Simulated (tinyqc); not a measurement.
Worked calculation: nanosheet or nanowire with hard walls, valleys of the Si type. Values are carried at full precision from step to step, so a last printed digit may differ when a step is redone from the rounded ones.

Six ellipsoidal valleys along the cube axes: inverse mass tensor w = 1/mt + (1/ml - 1/mt) a a^T with a the unit axis. Device axes: x along the channel, z = [001], y = z x x.

Constants: hbar^2/2m0 = 3.80998211 eV angstrom^2; hbar = 6.58211957e-16 eV s; e^2/h = 3.874045865e-05 S; kB = 8.617333262e-05 eV/K.

Values chosen for the exercise (near those of Si; not measured data): ml = 0.903 m0 (longitudinal mass); mt = 0.189 m0 (transverse mass); channel = 110 (transport direction x on a (001) wafer); W = 175 angstrom (width, along y); H = 76 angstrom (height, along z = [001]); dE = 0.056 eV (EF above the lowest subband edge); T = 300 K (temperature); g_all = 6 (number of valleys).

## Valley masses for a [110] channel

Rotate w into the device axes and group equal valleys (|w_yz| counts); order by w_zz, then w_yy. 1/m_x = w_xx - w_xc w_c^-1 w_cx with c the block (y, z).

Valleys:
```
group  valleys g    w_yy    w_zz  |w_yz|  m_x (m0)
A              2  5.2910  1.1074  0.0000    0.1890
B              4  3.1992  5.2910  0.0000    0.5460
```

The lightest transport mass, 0.189 m0, belongs to group A.

## One-dimensional subbands

Hard walls around a W x H rectangle. The block w_c of w in (y, z) confines; the transport mass follows from 1/m_x = w_xx - w_xc w_c^-1 w_cx. The cross-section problem c (w_yy ky^2 + 2 w_yz ky kz + w_zz kz^2), c = hbar^2/2m0, is solved in products sin(n pi y/W) sin(l pi z/H), n, l = 1 to 12; if w_yz = 0 the levels are c pi^2 (w_yy n^2/W^2 + w_zz l^2/H^2). The w_yz term couples (n, l) to (n', l') by -2 c w_yz D_nn'(W) D_ll'(H) with D_nm(L) = 4 n m/(L (n^2 - m^2)) for n + m odd and 0 otherwise.

The ten lowest levels of all groups together, numbered within each group.

Subbands:
```
label  valleys g  m_x (m0)  E (eV)
A1             2    0.1890  0.0137
A2             2    0.1890  0.0332
A3             2    0.1890  0.0353
B1             4    0.5460  0.0384
B2             4    0.5460  0.0502
A4             2    0.1890  0.0548
A5             2    0.1890  0.0657
B3             4    0.5460  0.0698
A6             2    0.1890  0.0714
A7             2    0.1890  0.0873
```

The lowest subband is A1; the number of further ones in the list within kB T = 25.9 meV of it at 300 K is 3.

## Modes, density and velocity at zero temperature

With EF = E_lowest + dE, each subband below EF has k_F = sqrt(m_x (EF - E)/c), carries n = 2 g k_F/pi electrons per length (spin included), moves at v = 2 c k_F/(hbar m_x) and adds 2 g e^2/h to the ballistic conductance; c = hbar^2/2m0, 1 angstrom/s = 1e-8 cm/s.

Occupied subbands:
```
label  k_F (1/angstrom)  n (1/nm)  v (1e7 cm/s)
A1               0.0527     0.671          3.23
A2               0.0426     0.542          2.61
A3               0.0413     0.526          2.53
B1               0.0670     1.706          1.42
B2               0.0529     1.348          1.12
A4               0.0272     0.346          1.66
A5               0.0141     0.180          0.87
```

total n = 5.319 1/nm
ballistic conductance = 1394.7 microsiemens

EF lies below the last listed level, so the count is complete for these valleys (other families, and non-parabolicity above about 0.2 eV, are left out): 7 subbands with 18 valley modes. The Fermi velocity, averaged with the densities as weights, is 1.80 x 1e7 cm/s; the mean over all filled states moving one way is half of it.

## Threshold shift from confinement

Without degeneracy the line density is N1 exp((EF - Ec)/kB T) with N1 = sum 2 g sqrt(m_x kB T/(4 pi c)) exp(-E/kB T), here over n, l up to 80 where w_yz = 0 and over all levels of a 12 x 12 sine basis otherwise; the classical value is W H Nc with Nc = 2 g_all (m_dos kB T/(4 pi c))^(3/2), m_dos = (ml mt^2)^(1/3); dVt = kB T ln(W H Nc/N1).

Form N1, W H Nc and dVt.

N1 = 1.258 1/nm
W H Nc = 3.597 1/nm
dVt = 27.2 mV

## Checks

- Lowest level of group A on a 40 x 40 difference grid against the sine basis, eV: both 0.014.

Computed by tinyqc, a small Python program: `OMP_NUM_THREADS=1 python tinyqc.py 1251959 1251960 out.jsonl` (the numbers bound the seed that draws the inputs); one thread of a shared host (Intel(R) Xeon(R) Processor @ 2.30GHz), about 0.03 s for the whole set of steps.
